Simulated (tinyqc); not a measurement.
Kinetics of strain relaxation and threading dislocations in mismatched semiconductor layers: one step, computed by the program tinyqc.

60-degree dislocations on {111} planes of a (001) layer, isotropic elasticity. The Schmid factor is 1/sqrt(6), and a misfit segment relieves strain with b/2.

Task: Excess stress and glide velocity at the start. Excess resolved stress tau = (1/sqrt 6) [2 G (1 + nu)/(1 - nu)] (e - e_eq), e_eq = b (1 - nu/4) [ln(h/b) + 1]/(4 pi (1 + nu) h), the Matthews-Blakeslee strain of an uncapped layer; glide velocity v = v0 tau exp(-Q/(k_B T)), tau in MPa.

Inputs (values chosen for the exercise, modelled on Si(0.8)Ge(0.2) on Si): misfit f = 0.00784; shear modulus G = 63 GPa; Poisson ratio nu = 0.27; Burgers vector b = 3.88 angstrom; glide activation energy Q = 2.04 eV; velocity prefactor v0 = 24000 m/s per MPa; layer thickness h = 83 nm; anneal temperature T = 990 K.

Constants: k_B = 8.617333262e-05 eV/K.

Give: equilibrium strain e_eq; excess stress tau; mobility v/tau; initial velocity.

Result:

equilibrium strain e_eq = 0.001739

excess stress tau = 546.0 MPa

mobility v/tau = 9.890e-07 m/s per MPa

initial velocity = 540.0 micrometre/s
